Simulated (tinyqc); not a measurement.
# Inputs raised by 5 %, one at a time

Model: collinear exchange A + BC -> AB + C on a London-Eyring-Polanyi-Sato surface: saddle, string of images and rate. Computed by tinyqc, a small Python program. Command: `OMP_NUM_THREADS=1 python tinyqc.py 3110135 3110136 out.jsonl leps sens`. One thread of a shared host (Intel(R) Xeon(R) Processor @ 2.30GHz), about 0.6 s of CPU time with the checks.

x = r(AB), y = r(BC), r(AC) = x + y. V is counted from separated atoms, the barrier from A + BC, that is V + D(BC).

Inputs (values chosen for the exercise, bond data loosely for abstraction of hydrogen from a Si-H bond by a hydrogen atom; the barrier is not fitted):
```
quantity,value,unit
D(AB),4.77,eV
r0(AB),0.742,angstrom
beta(AB),1.94,1/angstrom
D(BC),3.93,eV
r0(BC),1.48,angstrom
beta(BC),1.52,1/angstrom
D(AC),4.13,eV
r0(AC),1.48,angstrom
beta(AC),1.52,1/angstrom
Sato parameter S,0.025,-
mass of A,1.008,u
mass of B,1.008,u
mass of C,28.09,u
temperature T,700,K
step of the string,0.01,angstrom^2/eV
```

Constants: nu for 1 eV/(angstrom^2 u) = 15.6333042 THz; h x 1 THz = 4.135667696 meV; k_B = 1.380649e-23 J/K; u = 1.6605390666e-27 kg; k_B = 8.617333262e-05 eV/K.

Method:
- For each pair, with u = exp(-beta (r - r0)): Q = D [(3 + S) u^2 - (2 + 6 S) u]/(4 (1 + S)), J = D [(1 + 3 S) u^2 - (6 + 2 S) u]/(4 (1 + S)); V = Q1 + Q2 + Q3 - sqrt(((J1 - J2)^2 + (J2 - J3)^2 + (J3 - J1)^2)/2).
- String of 9 images between the fixed ends (r0(AB) + 2, r0(BC)) and (r0(AB), r0(BC) + 2), started on the two straight legs through (r0(AB) + 0.3, r0(BC) + 0.3): each iteration moves the inner images by -step x gradient (central differences) and spaces them evenly again along the broken line (coordinates are kept between 0.2 and 8 angstrom); stop when no coordinate changes by more than 1e-5 angstrom, at most 400 iterations.
- From the highest inner image, z -> z - H^-1 g with gradient g and Hessian H by central differences, steps capped at 0.15 angstrom, 12 steps.
- Wilson matrix G = [[1/m_A + 1/m_B, -1/m_B], [-1/m_B, 1/m_B + 1/m_C]]; eigenvalues lambda of G H give nu = 15.6333042 THz x sqrt(|lambda|), the negative one being imaginary. Reactant: nu_BC from k = 2 D beta^2 and 1/m_B + 1/m_C. Skew angle: cos = sqrt(m_A m_C/((m_A + m_B)(m_B + m_C))).
- One-dimensional rate constant without tunnelling, k = sqrt(k_B T/(2 pi mu)) [sinh(h nu_BC/(2 k_B T))/sinh(h nu_s/(2 k_B T))] exp(-barrier/(k_B T)) with mu = m_A (m_B + m_C)/(m_A + m_B + m_C); Wigner factor 1 + (h nu_i/(k_B T))^2/24; adiabatic barrier = barrier + h (nu_s - nu_BC)/2.

Runs:
```
input moved,from,to,barrier (eV),imaginary frequency (THz),real frequency at the saddle (THz),rate constant k (cm/s)
base run,-,-,0.70090,72.549,30.513,3.5232
D(BC) (eV),3.93,4.1265,0.77646,74.018,31.076,1.0412
D(AC) (eV),4.13,4.3365,0.72685,73.973,30.381,2.3049
beta(AC) (1/angstrom),1.52,1.596,0.64715,69.951,30.861,8.4579
mass of A (u),1.008,1.0584,0.70090,72.115,29.981,3.5228
mass of B (u),1.008,1.0584,0.70090,71.246,30.347,3.3590
temperature T (K),700,735,0.70090,72.549,30.513,5.9838
```

Exponents ln(y'/y) / ln(x'/x):
```
input,barrier,imaginary frequency,real frequency at the saddle,rate constant k
D(BC),2.098,0.411,0.375,-24.985
D(AC),0.745,0.398,-0.089,-8.697
beta(AC),-1.635,-0.748,0.233,17.949
mass of A,0.000,-0.123,-0.360,-0.002
mass of B,0.000,-0.371,-0.111,-0.978
temperature T,0.000,0.000,0.000,10.857
```

Among the inputs moved here: barrier answers most in size to D(BC) (exponent +2.098), next to beta(AC) (-1.635); its exponent is below 0.0005 for mass of A, mass of B, temperature T. Its exponent 0.000 in mass of A: masses do not enter the surface. Its exponent 0.000 in mass of B: masses do not enter the surface. Imaginary frequency answers most in size to beta(AC) (exponent -0.748), next to D(BC) (+0.411); its exponent is below 0.0005 for temperature T. real frequency at the saddle answers most in size to D(BC) (exponent +0.375), next to mass of A (-0.360); its exponent is below 0.0005 for temperature T. rate constant k answers most in size to D(BC) (exponent -24.985), next to beta(AC) (+17.949).

Caution (rows base run, D(BC), D(AC), mass of A): the Wigner factor exceeds 2 at T: tunnelling, left out of k, is large and needs a better treatment than this factor.
